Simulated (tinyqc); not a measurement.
# Interface traps from C-V curves, high-low and Terman methods: what changes with what

MOS capacitor on an n-type substrate; psi is the band bending, negative in depletion; only majority carriers are counted. At the bending psi the Fermi level lies y = xi - psi below the conduction edge at the surface, xi = Vt ln(Nc/Nd). Dit(y) = D0 + D1 exp(-y/E1); traps fill up to the Fermi level, follow the bias and a slow signal, and do not follow a fast one. V is the gate voltage from flat band.

Parameters, values chosen for the exercise; band and dielectric values close to those of In0.53Ga0.47As: temperature T = 200 K; relative permittivity eps_r = 14; conduction-band density of states at T Nc = 1.16e17 cm^-3; donor density Nd = 1.2e16 cm^-3; equivalent oxide thickness EOT = 2.4 nm; trap density far from the band edge D0 = 5.3e11 cm^-2 eV^-1; band-tail density at the conduction edge D1 = 1.3e13 cm^-2 eV^-1; decay energy of the tail E1 = 0.14 eV.

Constants: q = 1.602176634e-19 C, kB = 1.380649e-23 J/K, Vt = kB T/q, eps0 = 8.8541878128e-14 F/cm where lengths are in cm. Results are converted to the units shown.

Each table varies one quantity; the others keep the values above.

## An error in the doping read as traps

Cox = 3.9 eps0/EOT, LD = sqrt(eps0 eps_r Vt/(q Nd)), u = psi/Vt, Cd = (eps0 eps_r/(sqrt(2) LD)) |exp(u) - 1|/sqrt(exp(u) - u - 1). Ideal V0 = psi - sqrt(2) (eps0 eps_r Vt/LD) sqrt(exp(u) - u - 1)/Cox for psi < 0; the traps add dV = (q/Cox) times the integral of Dit from 0 to psi = (q/Cox) [D0 psi + D1 E1 exp(-xi/E1) (exp(psi/E1) - 1)]. 1/C_HF = 1/Cox + 1/Cd, 1/C_LF = 1/Cox + 1/(Cd + q Dit). The sample has Nd; the ideal curve is drawn with Nd (1 + e). At the true psi = -0.171 V the measured C_HF is matched to the ideal curve, which gives psi', and Dit = (Cox/q) [dV/dpsi' - 1 - Cd'(psi')/Cox], derivatives exact.

The same in every row: true Dit (cm^-2 eV^-1) = 3.429e12.

Result of one run:
```
e     psi' (V)  apparent Dit (cm^-2 eV^-1)
-0.1   -0.1556                    4.854e12
```

What becomes of these results when the relative error of the assumed doping e is changed from -0.1 to -0.05, all else the same?

Result of the changed run:
```
e      psi' (V)  apparent Dit (cm^-2 eV^-1)
-0.05   -0.1633                    4.105e12
```

The whole series:
```
e      psi' (V)  apparent Dit (cm^-2 eV^-1)
-0.15   -0.1479                    5.687e12
-0.1    -0.1556                    4.854e12
-0.05   -0.1633                    4.105e12
-0.02   -0.1679                    3.691e12
0       -0.1710                    3.429e12
0.02    -0.1741                    3.176e12
0.05    -0.1787                    2.815e12
0.1     -0.1864                    2.256e12
0.15    -0.1941                    1.745e12
```

The apparent Dit falls from 5.69e12 to 1.74e12 cm^-2 eV^-1, against the true 3.43e12. An error of +5 % in the doping shifts it by -6.14e11 cm^-2 eV^-1, 17.9 % of the true value.

## Effect of the oxide thickness on the signal

Same model as above.

All at psi = -0.171 V.

Results:
```
EOT (nm)  dV (mV)  C_HF (nF/cm^2)  C_LF (nF/cm^2)  (C_LF - C_HF)/Cox (%)
1.4        -68.94           84.99           506.5                  17.09
2.5        -123.1           82.75           436.1                  25.58
4.4        -216.7           79.15           351.7                  34.73
14         -689.4           64.87           177.8                  45.80
26          -1280           52.94           109.9                  42.90
46          -2265           40.52           67.16                  35.49
```

Estimate the missing row, EOT = 8 nm.

Computed row:
```
EOT (nm)  dV (mV)  C_HF (nF/cm^2)  C_LF (nF/cm^2)  (C_LF - C_HF)/Cox (%)
8          -393.9           73.12           257.4                  42.68
```

With this row back in the table: The stretch-out grows in proportion to the EOT, from -68.9 to -2270 mV, so thin oxides leave Terman's method little to read; the high-low gap goes from 17.1 through a maximum of 45.8 (at EOT = 14 nm among the rows listed) to 35.5 % of Cox.

Range of the model: In a narrow-gap semiconductor minority carriers respond as well once the bending nears the inversion point; they are left out.

tinyqc, about 0.01 s, one thread, Intel Xeon 2.30GHz (shared host): `OMP_NUM_THREADS=1 python tinyqc.py 2030047 2030048 out.jsonl`
